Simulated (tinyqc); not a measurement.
## AlGaN/GaN HEMT with access regions, lumped model: field plate: effect of the insulator under the field plate

A polarisation-induced electron sheet under a Schottky gate, in series with two ungated access regions and contacts. Drift law v = mu E/(1 + mu E/vs) under the gate. Currents in mA/mm, resistances in ohm mm. No self-heating, no channel-length modulation; fits for polarisation, barrier and offset are chosen for the exercise.

sigma = (5e13 x + 1.6e13 x^2) cm^-2, phiB = 0.84 + 1.3 x, dEc = 0.7 (1.71 x + x^2) in volts, Cb = eps0 eps_r/d, VT = phiB - dEc - q sigma/Cb, access density n0 = -Cb VT/q. Off state: a depleted stretch that holds the voltage V has the peak field sqrt(k V), k = 2 q n0/(eps0 eps_r te), so one edge holds V1 = Ec^2/k. The sheet under the plate pinches off at Vf = q n0 (1/Cb + tf/(eps0 ei)); beyond it the gate edge is screened. BV = V1 if Vf >= V1, else Vf + V1, and at most Ec Ld.

Inputs (values chosen for the exercise); values close to those of AlGaN/GaN structures: aluminium share of the barrier x = 0.25; barrier thickness d = 18 nm; relative permittivity of barrier and channel eps_r = 9.2; drain access length Ld = 1.5 um; critical field Ec = 3.1 MV/cm; depth over which the depleted charge spreads te = 0.22 um; relative permittivity of that insulator ei = 7.5.

Constants: q = 1.602176634e-19 C, eps0 = 8.8541878128e-14 F/cm where lengths are in cm. Results are converted to the units shown.

The same in every row: V1 (V) = 48.08; Ec Ld (V) = 465.0.

Result of one run:
```
tf (nm)	Vf (V)	BV (V)
260	74.08	48.08
```

What becomes of these results when the insulator under the field plate tf is changed from 260 to 24 nm, all else the same?

Result of the changed run:
```
tf (nm)	Vf (V)	BV (V)
24	10.43	58.51
```

The whole series:
```
tf (nm)	Vf (V)	BV (V)
16	8.273	56.35
24	10.43	58.51
36	13.67	61.75
54	18.52	66.60
80	25.53	73.61
120	36.32	84.40
180	52.50	48.08
260	74.08	48.08
```

BV goes from 56.4 through a maximum of 84.4 (at tf = 120 nm among the rows listed) to 48.1 V. The plate helps (Vf < V1) in 6 of the 8 rows, and the access length caps BV in 0. The best thickness makes Vf just under V1, tf = 164 nm, where both edges reach Ec together and BV nears 2 V1.

tinyqc, about 0.03 s, one thread, Intel Xeon 2.30GHz (shared host): `OMP_NUM_THREADS=1 python tinyqc.py 2570170 2570171 out.jsonl`
